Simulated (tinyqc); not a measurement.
Trap density and grain size from the barrier.

Inverse problem. With all traps filled Vb = q Qt^2/(8 eps0 eps_r N), and in that limit the barrier is largest at N* = Qt/Lg. Find Qt, Lg and the depleted width Qt/N.

Parameters, values chosen for the exercise: relative permittivity of the semiconductor eps_r = 11.7.

Constants: q = 1.602176634e-19 C, eps0 = 8.8541878128e-14 F/cm where lengths are in cm. Results are converted to the units shown.

barrier at N = 3.4e18 cm^-3 = 0.030078943 V
doping of the largest barrier = 1.15e18 cm^-3

Answer. The barrier gives Qt, and N* then gives Lg.

Qt = 2.300e12 cm^-2
Lg = 20.00 nm
depleted width = 6.765 nm

tinyqc, about 0.01 s, one thread, Intel Xeon 2.30GHz (shared host): `OMP_NUM_THREADS=1 python tinyqc.py 2610048 2610049 out.jsonl`
